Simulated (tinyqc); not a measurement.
Via and link resistance from two via chains.

Inverse problem. A chain of 5000 vias joined by 5000 metal links has R = 5000 (Rv + Rlink), with Rlink proportional to the link length. Find Rv, Rlink for length L, and the value of Rv that the short chain would give if the links were ignored.

resistance of chains of 5000 links with link lengths L and 3 L (ohm): 87500  2.275e5

Solution. R per link is a straight line in the link length; its intercept at zero length is Rv.

Rv = 3.500 ohm
Rlink = 14.00 ohm
Rv without correction = 17.50 ohm

tinyqc, about 0.01 s, one thread, Intel Xeon 2.30GHz (shared host): `OMP_NUM_THREADS=1 python tinyqc.py 2750132 2750133 out.jsonl`
